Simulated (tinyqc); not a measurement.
# Bulk transistor, scale length and short-channel effects: several studies

A gate, an insulator of thickness ti and a depleted layer of depth ts on a conducting body. Below threshold the potential that source and drain add obeys Laplace's equation and vanishes on the gate and at the bottom of the depleted layer. Its lowest mode decays along the channel as exp(-k y); k is the smallest positive root of the matching condition at the interface, and the scale length is Lambda = pi/k.

Parameters, values chosen for the exercise; permittivities: semiconductor close to that of indium arsenide, insulator close to that of silicon dioxide: temperature T = 300 K; relative permittivity of the semiconductor eps_r = 14.8; relative permittivity of the insulator ei = 4.07; insulator thickness ti = 0.75 nm; depletion depth ts = 30 nm; channel length L = 89 nm; potential of the source Vbi = 0.9 V; potential of the barrier top at threshold sT = 0.74 V; drain voltage Vds = 1 V.

Constants: q = 1.602176634e-19 C, kB = 1.380649e-23 J/K, Vt = kB T/q. Results are converted to the units shown.

Each table varies one quantity; the others keep the values above.

## Effect of the insulator thickness

k is the smallest positive root of f(k) = eps_r sin(k ti) cos(k ts) + ei cos(k ti) sin(k ts). Along the channel psi(y) = s + a exp(y/l) + b exp(-y/l) with psi(0) = Vbi, psi(L) = Vbi + Vds and l = 1/k = Lambda/pi; with A = Vbi - s, B = A + Vds, x = exp(-L/l): a = (B - A x) x/(1 - x^2), b = (A - B x)/(1 - x^2). The minimum is s + 2 sqrt(a b), at y = (l/2) ln(b/a). The long-channel potential follows the gate as s = sT + (Vg - VTL)/m, and the threshold VT is the gate voltage at which the minimum equals sT. Swing = m Vt ln 10/g at threshold, g = d(minimum)/ds = 1 - (b x + a)/((1 + x) sqrt(a b)). DIBL = [VT(0.05 V) - VT(Vds)]/(Vds - 0.05 V). sT and Vbi are held fixed; m = 1 + eps_r ti/(ei ts) in each row.

Results:

| ti (nm) | Lambda (nm) | L/Lambda | VT - VTL at Vds (mV) | DIBL (mV/V) | swing (mV/decade) |
|---|---|---|---|---|---|
| 0.25 | 30.91 | 2.880 | -9.958 | 6.071 | 63.40 |
| 0.42 | 31.52 | 2.824 | -11.12 | 6.784 | 64.86 |
| 0.55 | 31.98 | 2.783 | -12.06 | 7.362 | 65.99 |
| 0.71 | 32.53 | 2.736 | -13.27 | 8.108 | 67.39 |
| 0.92 | 33.25 | 2.677 | -14.96 | 9.145 | 69.25 |
| 1.2 | 34.17 | 2.605 | -17.35 | 10.62 | 71.75 |

Estimate the missing row, ti = 0.32 nm.

Computed row:

| ti (nm) | Lambda (nm) | L/Lambda | VT - VTL at Vds (mV) | DIBL (mV/V) | swing (mV/decade) |
|---|---|---|---|---|---|
| 0.32 | 31.16 | 2.856 | -10.43 | 6.359 | 64.00 |

With this row back in the table: As ti goes from 0.25 to 1.2 nm, Lambda rises from 30.9 to 34.2 nm, DIBL rises from 6.07 to 10.6 mV/V and the swing rises from 63.4 to 71.8 mV a decade. On average Lambda goes as ti^(0.06).

## Effect of the relative permittivity of the insulator

Same model as above.

Results:

| ei | Lambda (nm) | L/Lambda | VT - VTL at Vds (mV) | DIBL (mV/V) | swing (mV/decade) |
|---|---|---|---|---|---|
| 3.9 | 32.783 | 2.7148 | -13.843 | 8.4592 | 68.035 |
| 5.7 | 31.927 | 2.7876 | -11.955 | 7.2977 | 65.867 |
| 12 | 30.924 | 2.8780 | -9.9897 | 6.0906 | 63.437 |
| 18 | 30.617 | 2.9069 | -9.4380 | 5.7522 | 62.712 |
| 27 | 30.412 | 2.9265 | -9.0813 | 5.5335 | 62.231 |
| 40 | 30.278 | 2.9394 | -8.8542 | 5.3944 | 61.920 |

Estimate the missing row, ei = 8.5.

Computed row:

| ei | Lambda (nm) | L/Lambda | VT - VTL at Vds (mV) | DIBL (mV/V) | swing (mV/decade) |
|---|---|---|---|---|---|
| 8.5 | 31.301 | 2.8434 | -10.698 | 6.5253 | 64.338 |

With this row back in the table: As ei goes from 3.9 to 40, Lambda falls from 32.8 to 30.3 nm, DIBL falls from 8.46 to 5.39 mV/V and the swing falls from 68.0 to 61.9 mV a decade. On average Lambda goes as ei^(-0.03).

## Effect of the channel length

Same model as above.

The same in every row: Lambda (nm) = 32.67.

Effect of the channel length:

| L (nm) | L/Lambda | VT - VTL at Vds = 0.05 V (mV) | VT - VTL at Vds (mV) | DIBL (mV/V) | swing (mV/decade) |
|---|---|---|---|---|---|
| 36 | 1.102 | -104.9 | -279.4 | 183.7 | 112.4 |
| 43 | 1.316 | -66.44 | -172.4 | 111.5 | 95.65 |
| 51 | 1.561 | -41.30 | -104.5 | 66.48 | 84.41 |
| 61 | 1.867 | -23.78 | -58.69 | 36.75 | 76.36 |
| 73 | 2.234 | -12.72 | -30.77 | 19.00 | 71.14 |
| 87 | 2.663 | -6.293 | -15.02 | 9.186 | 68.04 |
| 100 | 3.061 | -3.320 | -7.869 | 4.788 | 66.58 |
| 120 | 3.673 | -1.256 | -2.962 | 1.796 | 65.56 |
| 150 | 4.591 | -0.2955 | -0.6951 | 0.4206 | 65.08 |

From L = 36 to 150 nm, DIBL falls from 184 to 0.421 mV/V and the swing falls from 112 to 65.1 mV a decade (long-channel value 64.9). Between the last two rows the threshold shift at Vds decays with a length of 20.7 nm, against 2 Lambda/pi = 20.8 nm for a shift that goes as exp(-pi L/(2 Lambda)). DIBL first drops below 100 mV/V at L = 51 nm among the rows, L/Lambda = 1.6. For L = 36 to 43 nm L is under 1.5 Lambda, where higher modes, left out of the one-mode potential, count.

tinyqc, about 0.01 s, one thread, Intel Xeon 2.30GHz (shared host): `OMP_NUM_THREADS=1 python tinyqc.py 2420074 2420075 out.jsonl`
